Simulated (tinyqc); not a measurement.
Resistance of a tapered via with liner, size effect and interface: two steps of the calculation.

A round via whose diameter grows from db at the bottom as D(z) = db + 2 z/tan(ang). The fill, of diameter D - 2 tl, starts above the bottom liner (thickness fb tl) and has rho = rho0 (1 + ks lam/(D - 2 tl)); the sidewall liner conducts in parallel with it. The bottom liner and the interface are crossed over the full area pi db^2/4. Spreading in the lines above and below is left out.

Values chosen for this exercise; fill metal close to ruthenium: diameter at the bottom db = 39 nm; height hv = 140 nm; sidewall angle ang = 85 degrees; bulk resistivity of the fill rho0 = 7.62 uohm cm; mean free path of the fill lam = 6.41 nm; size-effect factor ks = 0.7; liner on the sidewall tl = 0.1 nm; liner at the bottom over that on the sidewall fb = 0.5; resistivity of the liner rl = 240 uohm cm; interface resistivity at the bottom ri = 1.2e-12 ohm cm^2; ballistic conductance per area, about 3/(4 rho0 lam) Sb = 1.5e15 S/m^2.

Question 1. Slices of the via. Slices between z0 = fb tl and hv, evaluated at their midpoints: conductance per length pi/4 [(D - 2 tl)^2/rho + (D^2 - (D - 2 tl)^2)/rl], slice resistance = slice height over that. 8 slices.

Find: z; D; rho; slice resistance.

Answer 1.

```
slice  z (nm)  D (nm)  rho (uohm cm)  slice resistance (ohm)
0      8.7969  40.539         8.4676                  1.1586
1      26.291  43.600         8.4078                 0.99392
2      43.784  46.661         8.3559                 0.86193
3      61.278  49.722         8.3104                 0.75456
4      78.772  52.783         8.2702                 0.66604
5      96.266  55.844         8.2345                 0.59221
6      113.76  58.905         8.2024                 0.53000
7      131.25  61.966         8.1736                 0.47709
```

Question 2. Total resistance. R_fill = sum of the slices; R_bottom = rl fb tl/(pi db^2/4); R_interface = ri/(pi db^2/4); ballistic (Sharvin) limit 1/(Sb pi (db - 2 tl)^2/4); ideal cylinder rho0 hv/(pi db^2/4).

slice resistance, slice 0 to 7 (ohm): 1.1586295  0.99391766  0.86193342  0.75455823  0.66604065  0.59221476  0.53000353  0.47709463

Give: parts; R; shares; ballistic limit; ideal cylinder.

Answer 2.

parts (ohm): fill 6.0344, bottom liner 0.10045, interface 0.10045
R = 6.2353 ohm
shares (%): fill 96.778, bottom liner 1.611, interface 1.611
ballistic limit = 0.56384 ohm
ideal cylinder = 8.9303 ohm

The fill is the largest part, and R is 0.698 times the ideal cylinder. With 2000 slices R = 6.2421 ohm.

Computed by the program tinyqc: `OMP_NUM_THREADS=1 python tinyqc.py 2750207 2750208 out.jsonl`, one thread of a shared Intel Xeon 2.30GHz, about 0.01 s for the whole run.
